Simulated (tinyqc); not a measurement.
Worked calculation: plane-wave Kohn-Sham cycle with exchange-only LDA in a layered model solid. One step of it, computed by the program tinyqc.

Problem. Iteration 2: Hamiltonian at one k. H(m,m') = (k + G_m)^2/2 delta + V(G_m - G_m'), with V(-G) = V(G).

A solid whose potential varies along x alone (atomic units):
```
parameter                      value
period a                   10.700000
cross-section of the cell  23.000000
electrons per cell                 2
grid points                       16
plane waves -n..n, n               3
k points                           2
V1 in V1 cos(2 pi x/a)     -0.120000
V2 in V2 cos(4 pi x/a)     -0.040000
```

V(G_m), m = 0, 1, 2, ... (hartree): -0.186052  0.051358  -0.013617  0.000821  0.000144  0.000004  -0.000001

k = 0.250000 2 pi / a

Give: H.

Solution.

H (hartree):
```
         -3       -2       -1       +0       +1       +2       +3
-3   1.1178   0.0514  -0.0136   0.0008   0.0001   0.0000   0.0000
-2   0.0514   0.3420   0.0514  -0.0136   0.0008   0.0001   0.0000
-1  -0.0136   0.0514  -0.0891   0.0514  -0.0136   0.0008   0.0001
+0   0.0008  -0.0136   0.0514  -0.1753   0.0514  -0.0136   0.0008
+1   0.0001   0.0008  -0.0136   0.0514   0.0833   0.0514  -0.0136
+2   0.0000   0.0001   0.0008  -0.0136   0.0514   0.6868   0.0514
+3   0.0000   0.0000   0.0001   0.0008  -0.0136   0.0514   1.6350
```
